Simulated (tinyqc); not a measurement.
# Worked calculation: off-state leakage of single and stacked transistors

Computed by the program tinyqc: `OMP_NUM_THREADS=1 python tinyqc.py 2242009 2242010 out.jsonl`, one thread of a shared Intel Xeon 2.30GHz, about 0.03 s for the whole run. Printed values are rounded.

n-channel devices of unit width. Subthreshold current I(Vg, Vs, Vd) = I0 (T/300 K)^0.5 exp[(Vg - Vs - VT(T) - gb (Vs - Vb) + dd (Vd - Vs))/(nf Vt)] (1 - exp(-(Vd - Vs)/Vt)), VT(T) = VT - cT (T - 300 K). Gate-edge tunnelling Ig (Vd/1 V) exp(ag (Vd - 1 V)), for a gate at 0 V, and band-to-band leakage Ab u exp(-Bb/u), u = Vd - Vb + 1 V, flow at a drain held at V; both are taken as independent of T. In a stack of off transistors (all gates at 0 V) the same subthreshold current passes through each.

Parameters, values chosen for the exercise; values of the order met in bulk silicon logic transistors: temperature T = 358 K; supply voltage V = 0.8 V; threshold at 300 K, zero drain and body bias VT = 0.39 V; fall of the threshold with temperature cT = 0.6 mV/K; current at threshold at 300 K I0 = 0.27 uA/um; slope factor nf = 1.47; drain-induced lowering per volt dd = 0.17; rise of the threshold per volt of source-body bias gb = 0.11; gate-edge tunnelling current at 1 V Ig = 0.0001 uA/um; exponential slope of the gate current ag = 5.7 1/V; prefactor of band-to-band leakage at the drain Ab = 4 uA/(um V); its exponential voltage Bb = 27 V; body voltage Vb = -0.3 V.

Constants: q = 1.602176634e-19 C, kB = 1.380649e-23 J/K, Vt = kB T/q. Results are converted to the units shown.

## Leakage of one transistor

Vg = Vs = 0, Vd = V; effective threshold VT(T) - gb Vb - dd V.

effective threshold = 0.2522 V
parts (nA/um): subthreshold 1.133777, gate edge 0.02558552, band-to-band 0.02190247
total = 1.181265 nA/um
shares (%): subthreshold 95.97990, gate edge 2.165942, band-to-band 1.854153

The subthreshold part is the largest.

## Starting value

Vx = dd V/(1 + gb + 2 dd), the solution for Vx well above Vt, rounded to three decimals.

Vx at the start = 0.094 V

## Iteration 1: new Vx

Stack of two, Vx the node between them: I_low = I(0, 0, Vx), I_up = I(0, Vx, V), f = ln(I_up/I_low), f' = -(1 + gb + 2 dd)/(nf Vt) - 1/(Vt (exp(Vx/Vt) - 1)) - 1/(Vt (exp((V - Vx)/Vt) - 1)), Vx(new) = Vx - f/f'.

I_low = 0.07656130 nA/um
I_up = 0.07984946 nA/um
f = 0.04205135
f' = -33.59038 1/V
Vx after iteration 1 = 0.09525189 V

## Iteration 2: new Vx

As before.

I_low = 0.07707399 nA/um
I_up = 0.07707727 nA/um
f = 4.247522e-5
f' = -33.52302 1/V
Vx after iteration 2 = 0.09525315 V

## Course of the iteration

Stop when the step is below 1e-11 V, or after 40 iterations.

Course of the iteration:

| iteration | Vx before the step (V) | step (V) |
|---|---|---|
| 1 | 0.094 | 1.25e-3 |
| 2 | 0.09525189 | 1.27e-6 |
| 3 | 0.09525315 | 1.26e-12 |

Converged in 3 iterations. The subthreshold current of the stack is 0.07707 nA/um, 14.7 times less than that of one transistor (the drain leakage is unchanged); the estimate exp[dd V (1 + gb + dd)/((1 + gb + 2 dd) nf Vt)] gives 14.1.
